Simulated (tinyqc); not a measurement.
# Electron continuity equation in a given potential, Scharfetter-Gummel discretisation: current and errors against the applied potential

Steady state in one dimension: J = q mu n E + q D dn/dx with E = -dpsi/dx and D = mu Vt, dJ/dx = q (n/tau - G), fixed densities nL and nR at the ends. The potential is given, psi = U x/L, and is not changed by the electrons.

12 equal intervals. Fluxes J_i = (q D/h)(n_(i+1) P_i - n_i Q_i), d_i = (psi_(i+1) - psi_i)/Vt: Scharfetter-Gummel P = B(d), Q = B(-d), B(d) = d/(exp(d) - 1); central P = 1 - d/2, Q = 1 + d/2; upwind P = 1 + max(-d, 0), Q = 1 + max(d, 0). Balance at each inner node: J_i - J_(i-1) = q h (n_i/tau - G). The reference is Scharfetter-Gummel on 4000 intervals or more. Errors are those of J on the first interval against the reference at its midpoint; errors under 1e-6 % are printed as 0.

Values chosen for this exercise; mobility close to that of In0.53Ga0.47As at room temperature: temperature T = 273 K; electron mobility mu = 10800 cm^2/(V s); length of the region L = 0.25 um; density at x = 0 nL = 8.9e15 cm^-3; density at x = L nR = 0 cm^-3; lifetime tau = 1.6e-12 s; uniform generation rate G = 0 cm^-3 s^-1.

Constants: q = 1.602176634e-19 C, kB = 1.380649e-23 J/K, Vt = kB T/q. Results are converted to the units shown.

Current and errors against the applied potential:
```
U (V)	largest |d|	reference J (A/cm^2)	SG error (%)	central error (%)	upwind error (%)	most negative central n (cm^-3), 0 if none
0.014	0.04959	-2.501e4	0.0405	0.0284	1.49	0
0.056	0.1984	-4.289e4	0.0699	-0.0161	2.63	0
0.14	0.4959	-8.906e4	0.0842	-0.0151	1.31	0
0.28	0.9918	-1.734e5	0.0866	1.03e-3	0.543	0
0.42	1.488	-2.590e5	0.0855	6.32e-4	0.356	0
0.62	2.196	-3.818e5	0.0824	2.93e-4	0.242	0
0.85	3.011	-5.233e5	0.0779	1.56e-4	0.177	0
1.3	4.605	-8.003e5	0.0679	1.41e-3	0.116	0
```

Read the table: what changes, and by how much?

The reference current falls from -25000 to -8.00e5 A/cm^2. The largest errors in size are 0.087 % (Scharfetter-Gummel), 0.028 % (central) and 2.6 % (upwind). With sources Scharfetter-Gummel is no longer exact, since it takes J constant over each interval, and it is not always the most accurate for J.

Range of the model: The drift velocity mu E exceeds 1e7 cm/s somewhere, where real mobilities no longer stay constant.

Program tinyqc, `OMP_NUM_THREADS=1 python tinyqc.py 2220139 2220140 out.jsonl`; Intel Xeon 2.30GHz, shared host, one thread, about 0.01 s.
